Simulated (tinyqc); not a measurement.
Plane-wave Kohn-Sham cycle with exchange-only LDA in a layered model solid, step by step. One step of it, computed by the program tinyqc.

Task: Iteration 1: levels at that k. Diagonalise the Hermitian matrix.

H (hartree):
```
,-2,-1,+0,+1,+2
-2,3.291700,-0.160000,0.085000,0.000000,0.000000
-1,-0.160000,0.610956,-0.160000,0.085000,0.000000
+0,0.085000,-0.160000,-0.282625,-0.160000,0.085000
+1,0.000000,0.085000,-0.160000,0.610956,-0.160000
+2,0.000000,0.000000,0.085000,-0.160000,3.291700
```

Give: eigenvalues.

Result:

eigenvalues (hartree): -0.334  0.517  0.733  3.301  3.307
